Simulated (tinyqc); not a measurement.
From results back to parameters: Slater-Koster d bands of an fcc metal. Five cases, with inputs chosen for the exercise.

Problem. In an fcc d band with nearest neighbours E(t2g, Gamma) = 3 dds + 4 ddp + 5 ddd, E(eg, Gamma) = 1.5 dds + 6 ddp + 4.5 ddd, and at X = (1,0,0) the yz state has 3 dds - 4 ddp - 3 ddd. The three levels come from hidden integrals.

Case 1.

levels (eV): t2g Gamma -0.8290, eg Gamma 0.3435, yz at X -2.2050

Case 2.

levels (eV): t2g Gamma -0.3170, eg Gamma 0.6015, yz at X -1.7570

Case 3.

levels (eV): t2g Gamma -0.3580, eg Gamma 1.1250, yz at X -2.9020

Case 4.

levels (eV): t2g Gamma -0.7070, eg Gamma 0.6825, yz at X -2.5470

Case 5.

levels (eV): t2g Gamma -1.6560, eg Gamma 0.8580, yz at X -4.7360

Find: dds, ddp, ddd.

Solution. Three linear equations: the first less the third is 8 (ddp + ddd); twice the second less the first is 8 ddp + 4 ddd; their difference gives ddd.

Case 1.

dds, ddp, ddd (eV): -0.494  0.207  -0.035

Case 2.

dds, ddp, ddd (eV): -0.339  0.200  -0.020

Case 3.

dds, ddp, ddd (eV): -0.538  0.334  -0.016

Case 4.

dds, ddp, ddd (eV): -0.523  0.288  -0.058

Case 5.

dds, ddp, ddd (eV): -1.041  0.458  -0.073

Computed by tinyqc, one run a case: `OMP_NUM_THREADS=1 python tinyqc.py N N+1 out.jsonl` with N = 1452712, 1452730, 1452776, 1452791, 1452792; one thread of a shared Intel(R) Xeon(R) Processor @ 2.30GHz, about 0.06 s a run at most.
